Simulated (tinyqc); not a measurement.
Charge pumping in an n-channel transistor: one step of the calculation.

The gate is pulsed from accumulation to inversion and back. Energies E are counted from the intrinsic level; Dit(E) = D0 [1 + b (2 E/Eg)^2]. During each edge the traps near the bands emit their carriers, and those between Eh and Ee recombine once a cycle.

Problem. Emission levels. ni = sqrt(Nc Nv) exp(-Eg/(2 Vt)), Eg in volts; emission times te = (dV/Va) tf and th = (dV/Va) tr; Ee = -Vt ln(vth sn ni te), Eh = +Vt ln(vth sp ni th).

Parameters, values chosen for the exercise; band and dielectric values close to those of germanium:
```
symbol,value,unit,meaning
T,200,K,temperature
Eg,0.665,eV,band gap
Nc,5.72e18,cm^-3,conduction-band density of states at 200 K
Nv,3.33e18,cm^-3,valence-band density of states at 200 K
sn,2.7e-15,cm^2,cross-section for electrons
sp,5.8e-16,cm^2,cross-section for holes
vth,1.3e7,cm/s,"thermal velocity at 200 K, one nominal value for electrons and holes"
dV,0.95,V,Vth - Vfb
Va,1.6,V,pulse height
tr,2100,ns,rise time
tf,480,ns,fall time
```

Constants: q = 1.602176634e-19 C, kB = 1.380649e-23 J/K, Vt = kB T/q. Results are converted to the units shown.

Wanted: ni; te; th; Ee; Eh.

Solution.

ni = 1.825e10 cm^-3
te = 285.0 ns
th = 1247 ns
Ee = 0.1484 eV
Eh = -0.1494 eV

The window covers 44.8 % of the gap.

Range of the model: The Fermi levels of inversion and accumulation are taken to lie beyond Ee and Eh, the flat tops to fill all traps, and no geometric current is added.

Program tinyqc, `OMP_NUM_THREADS=1 python tinyqc.py 2030109 2030110 out.jsonl`; Intel Xeon 2.30GHz, shared host, one thread, about 0.01 s.
